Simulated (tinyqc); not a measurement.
# Permittivity of the insulator from five potentials

Inverse problem. A node lies on a semiconductor-insulator interface. Steps: hs = tb/1 down into the semiconductor, ho = tox/1 up into the insulator, hy = L/4 sideways. The flux balance of its box reads eox (hy/ho)(above - node) + eps_r (hy/hs)(below - node) + [(eps_r hs + eox ho)/(2 hy)](left + right - 2 node) - q Na (hs/2) hy/eps0 = 0. Find eox.

Values chosen for this exercise; semiconductor permittivity made up: relative permittivity of the semiconductor eps_r = 10.2; body thickness tb = 3 nm; insulator thickness tox = 3.7 nm; channel length L = 27 nm; acceptor density of the depleted body Na = 0 cm^-3.

Constants: q = 1.602176634e-19 C, eps0 = 8.8541878128e-14 F/cm where lengths are in cm. Results are converted to the units shown.

psi (V): node 0.0078388624, above -0.09, below 0.032982469, left 0.060744725, right 0.17240397

Solution. The balance is linear in eox.

eox = 9.000

Program tinyqc, `OMP_NUM_THREADS=1 python tinyqc.py 2480023 2480024 out.jsonl`; Intel Xeon 2.30GHz, shared host, one thread, about 0.1 s.
